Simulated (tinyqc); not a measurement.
Carrier lifetime of a p-type layer with SRH, radiative, Auger and surface recombination: lifetime against injection.

Uniform excess density dn = dp (no trapping), n = n0 + dn, p = p0 + dn, Boltzmann statistics, full ionisation. Surfaces enter as a rate 2 S dn/d, which holds while diffusion to them is fast.

ni = sqrt(Nc Nv) exp(-Eg/(2 Vt)), Eg in volts; majority density N/2 + sqrt(N^2/4 + ni^2), n0 p0 = ni^2; n1 = Nc exp(-Et/Vt), p1 = Nv exp((Et - Eg)/Vt); tn0 = 1/(sn vth Nt), tp0 = 1/(sp vth Nt). With e = n p - ni^2 = dn (n0 + p0 + dn): U_SRH = e/(tp0 (n + n1) + tn0 (p + p1)), U_rad = B e, U_Aug = (Cn n + Cp p) e, U_s = 2 S dn/d. Each tau is dn over its rate; tau = dn/U with U the sum.

Values chosen for this exercise; band and dielectric values close to those of cadmium telluride: temperature T = 300 K; band gap Eg = 1.51 eV; conduction-band density of states at T Nc = 7.9e17 cm^-3; valence-band density of states at T Nv = 1.77e19 cm^-3; radiative coefficient B = 1.98e-10 cm^3/s; acceptor density N = 4.7e17 cm^-3; Auger coefficient (two electrons) Cn = 1.2e-30 cm^6/s; Auger coefficient (two holes) Cp = 1.3e-30 cm^6/s; trap density Nt = 1.7e13 cm^-3; capture cross-section for electrons sn = 1e-15 cm^2; capture cross-section for holes sp = 5e-15 cm^2; thermal velocity (both carriers) vth = 1.7e7 cm/s; trap level below the conduction band Et = 1.28 eV; surface recombination velocity (both faces) S = 1000 cm/s; sample thickness d = 5 um.

Constants: q = 1.602176634e-19 C, kB = 1.380649e-23 J/K, Vt = kB T/q. Results are converted to the units shown.

The same in every row: tau_s (s) = 2.500e-7.

Results:
```
dn (cm^-3)  tau_SRH (s)  tau_rad (s)  tau_Aug (s)    tau (s)  radiative share (%)  largest path
1e11           3.478e-6     1.075e-8     3.482e-6   1.024e-8                95.31     radiative
1e12           3.478e-6     1.075e-8     3.482e-6   1.024e-8                95.31     radiative
1e13           3.478e-6     1.075e-8     3.482e-6   1.024e-8                95.31     radiative
1e14           3.478e-6     1.074e-8     3.480e-6   1.024e-8                95.32     radiative
1e15           3.479e-6     1.072e-8     3.461e-6   1.022e-8                95.32     radiative
1e16           3.492e-6     1.052e-8     3.276e-6   1.004e-8                95.39     radiative
1e18           3.937e-6     3.436e-9     2.187e-7   3.335e-9                97.06     radiative
1e19           4.122e-6    4.824e-10     3.729e-9  4.264e-10                88.39     radiative
```

Estimate the missing row, dn = 1e17 cm^-3.

Computed row:
```
dn (cm^-3)  tau_SRH (s)  tau_rad (s)  tau_Aug (s)   tau (s)  radiative share (%)  largest path
1e17           3.596e-6     8.861e-9     2.038e-6  8.501e-9                95.95     radiative
```

With this row back in the table: Radiative recombination leads at dn = 1e11 and in all other rows. The total lifetime falls from 1.02e-8 to 4.26e-10 s. tau_SRH goes from 3.48e-6 s (low-injection limit 3.48e-6 s) to 4.12e-6 s (high-injection limit tn0 + tp0 = 4.15e-6 s). Between the last two rows tau_rad goes as dn^(-0.85) and tau_Aug as dn^(-1.77); the radiative share goes from 95.3 through a maximum of 97.1 (at dn = 1e18 among the rows listed) to 88.4 %. For dn = 1e18, 1e19 the carriers are degenerate, where B and the Auger coefficients no longer stay constant.

Numbers from tinyqc (`OMP_NUM_THREADS=1 python tinyqc.py 2300039 2300040 out.jsonl`; about 0.01 s on one thread of a shared Intel Xeon 2.30GHz).
